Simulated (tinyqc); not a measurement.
Three-band tight binding of a dichalcogenide monolayer, step by step. Values are carried at full precision from step to step, so a last printed digit may differ when a step is redone from the rounded ones.

Basis dz2, dxy, dx2-y2 on a triangular lattice, nearest neighbours; alpha = kx a/2, beta = sqrt3 ky a/2. h0 = e1 + 2 t0 (cos 2alpha + 2 cos alpha cos beta); h1 = -2 sqrt3 t2 sin alpha sin beta + 2i t1 (sin 2alpha + sin alpha cos beta); h2 = 2 t2 (cos 2alpha - cos alpha cos beta) + 2i sqrt3 t1 cos alpha sin beta; h11 = e2 + 2 t11 cos 2alpha + (t11 + 3 t22) cos alpha cos beta; h22 = e2 + 2 t22 cos 2alpha + (3 t11 + t22) cos alpha cos beta; h12 = sqrt3 (t22 - t11) sin alpha sin beta + 4i t12 sin alpha (cos alpha - cos beta) + i lam sz. H = [[h0, h1, h2], [., h11, h12], [., ., h22]], Hermitian; the lowest band of each spin is filled. K = (4 pi/3a, 0), M = (pi/a, pi/(sqrt3 a)).

Parameters, chosen for this exercise (near a published set for monolayer MoSe2; the results hold for these values, not for the real material): a = 3.321 angstrom (lattice constant); e1 = 0.914 eV (level of dz2); e2 = 2.085 eV (level of dxy and dx2-y2); t0 = -0.192 eV (hopping); t1 = 0.312 eV (hopping); t2 = 0.447 eV (hopping); t11 = 0.209 eV (hopping); t12 = 0.292 eV (hopping); t22 = 0.129 eV (hopping); lam = 0.09 eV (spin-orbit constant); sz = 1 (spin); k = (0.95, 0.26) 1/angstrom (wave vector).

## H at one k

Form alpha, beta and the matrix.

alpha, beta (rad): 1.57747  0.74778

H (eV):
```
                    z2               xy            x2-y2
z2              1.3017  -1.0529+0.4492i  -0.8895-0.0049i
xy     -1.0529-0.4492i           1.6641  -0.0942-0.7742i
x2-y2  -0.8895+0.0049i  -0.0942+0.7742i           1.8233
```

## Levels and weights

Diagonalise H.

levels (eV): -0.2254  1.9666  3.0479

weights:
```
       band 1  band 2  band 3
z2      0.455   0.238   0.307
xy      0.326   0.294   0.381
x2-y2   0.220   0.468   0.312
```

## Closed forms at K and Gamma

Three-band model of dz2 (level e1) and dxy, dx2-y2 (level e2), spin sz = +/-1; t1 and t2 drop out at these points. At K: e2 - (3/2)(t11 + t22) - 3 sqrt3 t12 + lam sz (valence), e1 - 3 t0 (conduction), e2 - (3/2)(t11 + t22) + 3 sqrt3 t12 - lam sz. At Gamma: e1 + 6 t0 (valence) and e2 + 3 (t11 + t22) -/+ lam.

Levels (eV):

| point | band 1 | band 2 | band 3 |
|---|---|---|---|
| K, spin up | 0.1507 | 1.4900 | 3.0053 |
| K, spin down | -0.0293 | 1.4900 | 3.1853 |
| Gamma | -0.2380 | 3.0090 | 3.1890 |

smallest direct gap at K = 1.3393 eV
Ev(K) - Ev(Gamma) = 0.3887 eV

Of the two points, the valence band is higher at K, by 389 meV. The dz2 conduction state at K has no atomic orbital angular momentum (Lz = 0) and is not split at this order.

## Bands for both spins

The two lowest bands at the points named.

Levels (eV):

| k | v, up | c, up | v, down | c, down |
|---|---|---|---|---|
| G | -0.2380 | 3.0090 | -0.2380 | 3.0090 |
| G-K 0.25 | -0.2171 | 2.8504 | -0.2277 | 2.8808 |
| G-K 0.5 | -0.2319 | 2.6774 | -0.2902 | 2.6621 |
| G-K 0.6 | -0.2325 | 2.5210 | -0.3140 | 2.4472 |
| G-K 0.75 | -0.1359 | 2.0501 | -0.2541 | 1.9998 |
| G-K 0.9 | 0.0749 | 1.6067 | -0.0879 | 1.5918 |
| K | 0.1507 | 1.4900 | -0.0293 | 1.4900 |
| K-M 0.5 | -0.1489 | 1.8424 | -0.2569 | 1.8143 |
| M | -0.3530 | 1.9054 | -0.3530 | 1.9054 |
| M-G 0.5 | -0.2342 | 2.4935 | -0.2342 | 2.4935 |

The spins are degenerate from M to Gamma, since a vertical mirror plane holds this line and flips sz, and the valence splitting is largest at K (180 meV). The lowest conduction level listed is at K. With nearest neighbours alone the model is made for the neighbourhood of K.

## Checks

- Closed forms at K against the matrix: they agree to 1e-10 or better.

Run: tinyqc, `OMP_NUM_THREADS=1 python tinyqc.py 1480369 1480370 out.jsonl`; Intel(R) Xeon(R) Processor @ 2.30GHz, one thread, shared host; about 0.01 s of CPU time with all checks.
